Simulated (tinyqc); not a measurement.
Comparisons within one model: spherical quantum dot. A value that a table varies takes the place of the one given here.

A sphere of radius R, isotropic masses, c = hbar^2/2m0, k = sqrt(mw E/c), kappa = sqrt(mb (V0 - E)/c). State n l is the spherical Bessel function j_l(k r) inside and k_l(kappa r) outside; psi and psi'/m are continuous: (k/mw) j_l'(kR)/j_l(kR) = (kappa/mb) k_l'(kappa R)/k_l(kappa R). For l = 0 this reads kR cot(kR) = 1 - (mw/mb)(1 + kappa R).

With hard walls E = c (x/R)^2/mw, x a zero of j_l: 1s 3.141593; 2s 6.283185; 1p 4.493409; 2p 7.725252; 1d 5.763459; 2d 9.095011; 1f 6.987932; 2f 10.417119.

Constants: hbar^2/2m0 = 3.80998211 eV angstrom^2.

Values chosen for the exercise (near those of a Si dot in SiO2, with the mean mass 3/(2/mt + 1/ml) for all six valleys; shifted at random, so the results belong to these values and not to a real crystal):
- V0 = 3.048 eV (barrier height)
- mw = 0.256 m0 (mass inside)
- mb = 0.507 m0 (mass outside)
- Rs = (10, 12, 14, 18, 24, 31, 42) angstrom (radii)
- R = 14 angstrom (radius)

## Radius

The two lowest states against R; a dash marks an unbound state.

Levels (eV):
```
R (angstrom)      1s      1p  1s, hard walls  flat well of width 2R
10            0.8140  1.6715          1.4689                 0.2147
12            0.6197  1.2734          1.0200                 0.1614
14            0.4870  1.0003          0.7494                 0.1257
18            0.3231  0.6626          0.4534                 0.0825
24            0.1974  0.4044          0.2550                 0.0500
31            0.1252  0.2564          0.1528                 0.0316
42            0.0719  0.1470          0.0833                 0.0180
```

How do the results move?

The lowest state is bound at every radius listed. 1p is bound at every radius listed. At the largest radius the level is 0.86 of the hard-wall value and 3.98 times that of the flat well (the hard-wall ratio is 4.00); the exponent d ln E/d ln R between the last two radii is -1.83. Levels above about 0.3 eV lie beyond the range of a parabolic mass.

## Shape and dimension

Lowest level with hard walls: film c (pi/2R)^2/mw, cylinder c (2.404826/R)^2/mw, sphere c (pi/R)^2/mw, square or cube of side a: 2 or 3 times c (pi/a)^2/mw; c = hbar^2/2m0. Finite barriers V0 with outer mass mb and psi, psi'/m continuous for film, cylinder and sphere (not separable for the square and the cube: dash).

Lowest level (eV):
```
shape                      hard walls  finite barrier
film, width 2R                 0.1874          0.1257
cylinder, radius R             0.4391          0.2901
square wire of equal area      0.4771               -
sphere, radius R               0.7494          0.4870
cube of equal volume           0.8652               -
```

How do the results move?

With hard walls the levels of film, cylinder and sphere stand as 1 : 2.34 : 4.00; with the finite barrier as 1 : 2.31 : 3.87. The square lies 8.6 % above the circle of equal area and the cube 15.5 % above the sphere of equal volume: round shapes give the lowest level for a given size.

## What each parameter does

The lowest level 1s and its distance to V0. Each row changes one parameter from the base and keeps the others.

Results:
```
case             E (eV)  V0 - E (eV)     k R
base             0.4870       2.5610  2.5326
R = 12 angstrom  0.6197       2.4283  2.4487
V0 = 2.591 eV    0.4706       2.1204  2.4894
mw = 0.2304 m0   0.5169       2.5311  2.4751
mb = 0.4056 m0   0.5099       2.5381  2.5914
```

What can be read from the table?

The largest shifts from the base row, up to three for each result and ties (the steps differ in size, so this ranks the rows, not the parameters). E (eV): R +0.1327, mw +0.0298, mb +0.0228. V0 - E (eV): V0 -0.4405, R -0.1327, mw -0.0298. k R: R -0.0840, mb +0.0587, mw -0.0575.

Computed by tinyqc, a small Python program: `OMP_NUM_THREADS=1 python tinyqc.py 1282666 1282667 out.jsonl` (the numbers bound the seed that draws the inputs); one thread of a shared host (Intel(R) Xeon(R) Processor @ 2.30GHz), about 0.08 s for the whole set of steps.
